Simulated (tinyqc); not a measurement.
Heavy doping: band filling, gap narrowing, band tails and the effective intrinsic density. Inputs raised by 5 %, one at a time. Computed by tinyqc, a small Python program. Command: `OMP_NUM_THREADS=1 python tinyqc.py 3016294 3016295 out.jsonl gapnarrow sens`. One thread of a shared host (Intel(R) Xeon(R) Processor @ 2.30GHz), about 0.06 s of CPU time with the checks.

An n-type crystal above its Mott density, with all dopants ionised: n = N_D - N_A, ionised centres N_I = N_D + N_A. Valleys are taken as spherical with mass m_e.

Inputs (values chosen for the exercise, for a model semiconductor):
```
quantity,value,unit
gap E_g,4.9,eV
electron mass m_e,0.234,m_0
valleys M_c,1,-
dielectric constant eps,8.12,-
donor density N_D,3.2e+19,cm^-3
compensation ratio N_A/N_D,0.3,-
temperature T,300,K
```

Conduction band: parabolic.

Constants: a_0 = 0.529177210903 angstrom; Ry = 13.605693123 eV; k_B = 8.617333262e-05 eV/K; hbar^2/(2 m_0) = 3.80998212 eV angstrom^2; e = 1.602176634e-19 C; eps_0 = 8.8541878128e-12 F/m; e^2/(4 pi eps_0) = 14.39964548 eV angstrom.

Method:
- n = N_D (1 - ratio); Ry* = Ry m_e/eps^2, a* = a_0 eps/m_e; r_s = (3/(4 pi n))^(1/3)/a*; k_F = (3 pi^2 n/M_c)^(1/3); Mott density (0.26/a*)^3.
- n = M_c (1/(2 pi^2)) (m_e/(hbar^2/2m_0))^(3/2) int sqrt(E) f dE, f = 1/(1 + exp((E - E_F)/k_B T)); trapezoid rule in t = sqrt(E/k_B T), step 0.02 up to 12; E_F by bisection from the band edge.
- At T = 0, E_F = (hbar^2/2m_0) k_F^2/m_e; dn/dE_F uses f (1 - f)/k_B T in place of f.
- Screening: q^2 = (e/(eps eps_0)) dn/dE_F. Exchange lowers the conduction band by (1/pi) k_F e^2/(4 pi eps_0 eps) (T = 0 Hartree-Fock at k_F, taken as a rigid shift). Screening raises the valence band by (q/2) e^2/(4 pi eps_0 eps) (static Coulomb hole). The narrowing is the sum; electron correlation and carrier-ion shifts are left out. Root-mean-square potential of randomly placed ions: V_rms = (e^2/(4 pi eps_0 eps)) sqrt(2 pi N_I/q).

Runs:
```
input moved,from,to,E_F above the band edge (meV),gap narrowing (meV),screening length 1/q (angstrom),V_rms (meV)
base run,-,-,119.02,116.68,13.144,103.94
donor density N_D (cm^-3),3.2e+19,3.36e+19,123.29,118.15,13.018,106.00
electron mass m_e (m_0),0.234,0.2457,112.84,118.17,12.860,102.81
dielectric constant eps,8.12,8.526,119.02,109.58,13.469,100.21
temperature T (K),300,315,118.48,116.51,13.178,104.08
gap E_g (eV),4.9,5.145,119.02,116.68,13.144,103.94
```

Exponents ln(y'/y) / ln(x'/x):
```
input,E_F above the band edge,gap narrowing,screening length 1/q,V_rms
donor density N_D,0.723,0.255,-0.198,0.401
electron mass m_e,-1.092,0.260,-0.448,-0.224
dielectric constant eps,0.000,-1.288,0.500,-0.750
temperature T,-0.092,-0.030,0.052,0.026
gap E_g,0.000,0.000,0.000,0.000
```

Which inputs matter most for each result?

Among the inputs moved here: E_F above the band edge answers most in size to electron mass m_e (exponent -1.092), next to donor density N_D (+0.723); its exponent is below 0.0005 for dielectric constant eps, gap E_g. gap narrowing answers most in size to dielectric constant eps (exponent -1.288), next to electron mass m_e (+0.260); its exponent is below 0.0005 for gap E_g. Screening length 1/q answers most in size to dielectric constant eps (exponent +0.500), next to electron mass m_e (-0.448); its exponent is below 0.0005 for gap E_g. Its exponent -0.198 in donor density N_D: the exponent of Thomas-Fermi screening in a parabolic band. V_rms answers most in size to dielectric constant eps (exponent -0.750), next to donor density N_D (+0.401); its exponent is below 0.0005 for gap E_g.

Caution (rows electron mass m_e): r_s is above 1.2, where these high-density terms are rough. Caution (rows dielectric constant eps): the screening length is well below a*, where static Thomas-Fermi screening overstates the Coulomb hole.
